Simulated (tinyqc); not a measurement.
Admittance spectroscopy of a deep trap: two steps of the calculation.

Schottky contact on an n-type layer with shallow donors Nd (all ionised) and a donor-like deep trap, neutral when filled and positive when empty; depletion approximation. Traps within lam of the depletion edge stay filled. The traps at xt = W - lam, where the level crosses the Fermi level, follow a slow signal and not a fast one. w = 2 pi f.

Inputs (values chosen for the exercise); material values close to those of silicon: relative permittivity eps_r = 11.7; conduction-band density of states at 300 K Nc = 2.76e19 cm^-3; thermal velocity at 300 K vth = 2.4e7 cm/s; shallow donor density Nd = 9.1e16 cm^-3; built-in voltage Vbi = 0.82 V; depth of the trap below the conduction edge Et = 0.14 eV; capture cross-section sn = 1e-16 cm^2; trap density Nt = 5.5e15 cm^-3; reverse bias Vr = 0 V; signal frequency f = 520 Hz; temperature T = 102 K.

Constants: q = 1.602176634e-19 C, kB = 1.380649e-23 J/K, eps0 = 8.8541878128e-14 F/cm where lengths are in cm. Results are converted to the units shown.

Question 1. Widths and limiting capacitances. lam = sqrt(2 eps0 eps_r (EF - ET)/(q Nd)), EF - ET = Et - (kB T/q) ln(Nc(T)/Nd), Nc(T) = Nc (T/300 K)^1.5. In the steady state at the band bending V, 2 eps0 eps_r V/q = Nd W^2 + Nt (W - lam)^2 (the second term only if W > lam). V = Vbi + Vr. C_HF = eps0 eps_r/W, C_LF = eps0 eps_r (Nd + Nt)/(Nd W + Nt xt).

Give: lam; W; xt; C_HF; C_LF.

Answer 1.

lam = 38.442 nm
W = 106.64 nm
xt = 68.196 nm
C_HF = 97.146 nF/cm^2
C_LF = 99.184 nF/cm^2

The step is 2.10 % of C_HF.

Question 2. Admittance at the signal frequency. Emission rate en = sn vth(T) Nc(T) exp(-Et/kB T) = sn g T^2 exp(-Et/kB T), g = vth Nc/(300 K)^2, as vth goes as T^0.5 and Nc as T^1.5 (degeneracy factor 1). Inflection frequency w0 = 2 en [1 + Nt xt/(Nd W)]; C = C_HF + (C_LF - C_HF)/(1 + (w/w0)^2), G/w = (C_LF - C_HF)(w/w0)/(1 + (w/w0)^2).

W = 106.63780 nm
xt = 68.195560 nm
C_HF = 97.145664 nF/cm^2
C_LF = 99.183515 nF/cm^2

Wanted: en; w0/(2 pi); C; G/w.

Answer 2.

en = 926.3 1/s
w0/(2 pi) = 306.2 Hz
C = 97.67 nF/cm^2
G/w = 0.8911 nF/cm^2

The signal lies near the inflection, where the loss is largest.

Program tinyqc, `OMP_NUM_THREADS=1 python tinyqc.py 2050111 2050112 out.jsonl`; Intel Xeon 2.30GHz, shared host, one thread, about 0.01 s.
